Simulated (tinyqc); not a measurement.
k.p values derived from sp3s* tight binding at Gamma, step by step. Values are carried at full precision from step to step, so a last printed digit may differ when a step is redone from the rounded ones.

At Gamma the states are two-level mixtures: s-like S+ (upper) and S- (lower) from [[Esa, Vss], [Vss, Esc]], p-like P- (valence) and P+ from [[Epa, Vxx], [Vxx, Epc]], and the bare s* levels. With real k in 1/angstrom and kz = 0, the phase sums over the four bonds are g0 = 1 - (a k/4)^2/2, g1 = i a kx/4, g3 = -(a/4)^2 kx ky to second order. Each mixture is written (anion, cation) with the anion part positive. c = hbar^2/2m0. No spin-orbit coupling.

Constants: hbar^2/2m0 = 3.80998211 eV angstrom^2.

Inputs chosen for the exercise (near a published set for GaP, fitted to gaps, whose masses and valley positions are rough; not measured data):
```
symbol  value   unit      meaning
Esa     -7.999  eV        s level of the anion
Esc     -2.185  eV        s level of the cation
Epa     1.109   eV        p level of the anion
Epc     4.089   eV        p level of the cation
Vss     -7.561  eV        s-s
Vxx     2.168   eV        px-px
a       5.456   angstrom  lattice constant
Vsapc   4.26    eV        s anion, p cation
Vscpa   6.225   eV        s cation, p anion
Vxapc   4.652   eV        s* anion, p cation
Vpaxc   5.146   eV        p anion, s* cation
Exa     8.592   eV        s* level of the anion
Exc     7.259   eV        s* level of the cation
Vxy     5.207   eV        px-py
```

## States at Gamma

Solve the two blocks.

States:
```
state    E (eV)  anion part  cation part
S-     -13.1926     0.82428      0.56619
P-      -0.0317     0.88499     -0.46562
S+       3.0086     0.56619     -0.82428
P+       5.2297     0.46562      0.88499
```

## Linear terms and the Kane energy

<s state|dH/dkx|x state> = i P with P = (a/4)(sa pc Vsapc + sc pa Vscpa), sa, sc and pa, pc being the parts of the two states; for s* on the anion P = (a/4) pc Vxapc, on the cation (a/4) pa Vpaxc. Ep = P^2/c for S+ to P-.

Couplings:
```
pair       P (eV angstrom)  E(first) - E(second) (eV)
S+ to P-           -7.7257                     3.0402
S+ to P+           -0.3473                    -2.2211
S- to P-            2.0244                   -13.1609
s*a to P-          -2.9545                     8.6237
s*c to P-           6.2118                     7.2907
```

Ep = 15.666 eV

The two terms of S+ to P- have the same sign and add: S+ and P- both change sign from anion to cation. An on-site momentum element between s and p, which real atoms have, is absent from this model.

## Electron mass

m0/m = [<S+|d2H/dkx^2|S+>/2 + sum P^2/(E(S+) - E(P))]/c over P- and P+, with the direct term -(a/4)^2 sa sc Vss.

parts of m0/m: direct -1.723, from P- 5.153, from P+ -0.014

mass = 0.2928 m0

The valence band supplies 151 % of m0/m; the direct term, which stands in for the free-electron 1, is -1.72. S+ is not the lowest valley of GaP; this is the mass of the Gamma level.

## Valence parameters L, M, N and the Luttinger values

Direct terms d0 = -(a/4)^2 pa pc Vxx, dN = -2 (a/4)^2 pa pc Vxy for P-. F = sum P^2/(E(P-) - E(s)) over S+, S-, s*a, s*c. The y state of P- couples to the z state of P+ through Q = (a/4) Vxy (pa p'c - pc p'a), primes for P+, and H1 = Q^2/(E(P-) - E(P+)). L = d0 + F, M = d0 + H1, N = dN + F + H1; g1 = -(L + 2M)/(3c), g2 = -(L - M)/(6c), g3 = -N/(6c).

d0, dN, F, Q, H1 (eV angstrom^2; Q in eV angstrom): 1.6621  7.9839  -25.6258  7.1023  -9.5876

L, M, N (eV angstrom^2): -23.964  -7.926  -27.230

g1, g2, g3: 3.483  0.702  1.191

Along [100] the masses without spin-orbit coupling are c/|L| = 0.159 (one band) and c/|M| = 0.481 (two bands).

## Checks

- Electron mass against a finite difference of the full bands: both 0.2928.
- L and M against finite differences along [100]: largest relative difference 6.1e-06.
- Lowest curvature along [111], (L + 2M + 2N)/3, against a finite difference: -31.425 against -31.424.

Computed by tinyqc, a small Python program: `OMP_NUM_THREADS=1 python tinyqc.py 1481762 1481763 out.jsonl` (the numbers bound the seed that draws the inputs); one thread of a shared host (Intel(R) Xeon(R) Processor @ 2.30GHz), about 0.01 s for the whole set of steps.
